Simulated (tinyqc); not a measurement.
All hoppings scaled: three-band tight binding of a dichalcogenide monolayer.

Values chosen for the exercise (near a published set for monolayer MoS2; shifted at random, so the results belong to these values and not to a real crystal): e1 = 1.051 eV (level of dz2); e2 = 2.107 eV (level of dxy and dx2-y2); t0 = -0.188 eV (hopping); t1 = 0.393 eV (hopping); t2 = 0.505 eV (hopping); t11 = 0.214 eV (hopping); t12 = 0.336 eV (hopping); t22 = 0.056 eV (hopping); lam = 0.071 eV (spin-orbit constant).

The six hoppings are multiplied by f; e1, e2 and lam stay (real strain also moves e1 and e2, so this is no model of it). Closed forms: Ev(K) = e2 - (3/2)(t11 + t22) - 3 sqrt3 t12 + lam, Ec(K) = e1 - 3 t0, Ev(Gamma) = e1 + 6 t0.

Gaps (eV):
```
f,direct gap at K,Ev(K) - Ev(Gamma),Ec(K) - top of valence band
0.85,1.1807,0.2575,1.1807
0.90,1.3164,0.2064,1.3164
0.94,1.4250,0.1655,1.4250
0.97,1.5065,0.1348,1.5065
1.03,1.6694,0.0734,1.6694
1.06,1.7508,0.0427,1.7508
1.10,1.8594,0.0018,1.8594
```

Give the missing row, f = 1.00.

Computed row:
```
f     direct gap at K  Ev(K) - Ev(Gamma)  Ec(K) - top of valence band
1.00           1.5879             0.1041                       1.5879
```

The direct gap changes by +27.1 meV for each per cent of f. The top of the valence band stays at K over the range.

Program tinyqc; command `OMP_NUM_THREADS=1 python tinyqc.py 1481344 1481345 out.jsonl`; about 0.01 s on one thread of a shared Intel(R) Xeon(R) Processor @ 2.30GHz.
